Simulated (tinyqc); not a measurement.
Thermal, flicker and telegraph noise of a field-effect transistor: one step, computed by the program tinyqc.

Strong inversion, threshold roll-off and channel-length modulation left out; noise sources are uncorrelated and are given as one-sided spectral densities.

Task: Flicker noise. C_ox = 3.9 eps_0/t; V_c = 2 v_s L/mu; I = W C_ox v_s V_ov^2/(V_ov + V_c); g_m = W C_ox v_s V_ov (V_ov + 2 V_c)/(V_ov + V_c)^2; g_d0 = mu C_ox (W/L) V_ov. Tunnelling length lambda = hbar/(2 sqrt(2 m_ox phi)); flat-band noise S_Vfb = e^2 k_B T lambda N_t/(W L C_ox^2 f). S_I = g_m^2 S_Vfb (1 + alpha_sc mu C_ox I/g_m)^2.

Inputs (values chosen for the exercise, modelled on a silicon n-channel):
```
quantity                                   value         unit
width W                                      3.9   micrometre
length L                                      30           nm
electrical oxide thickness t                 1.5           nm
mobility mu                                  150   cm^2/(V s)
saturation velocity v_s                     0.98     1e7 cm/s
overdrive V_ov                              0.71            V
oxide trap density N_t                   1.3e+18  1/(eV cm^3)
oxide barrier phi                              3           eV
oxide mass m_ox                             0.42          m_0
Coulomb scattering coefficient alpha_sc    43000        V s/C
frequency f                                  100           Hz
temperature T                                400            K
```

Operating region: saturation. Flicker model: number with correlated mobility.

drain current I = 4024.833 microampere

Constants: eps_0 = 8.8541878128e-12 F/m; hbar = 1.054571817e-34 J s; m_0 = 9.1093837015e-31 kg; e = 1.602176634e-19 C; k_B = 8.617333262e-05 eV/K.

Give: tunnelling length lambda; S_Vfb; flicker S_I; flicker S_I/I^2.

Result:

tunnelling length lambda = 0.8695 angstrom

S_Vfb = 1.613e-11 V^2/Hz

flicker S_I = 7.338e-14 A^2/Hz

flicker S_I/I^2 = 4.530e-09 1/Hz
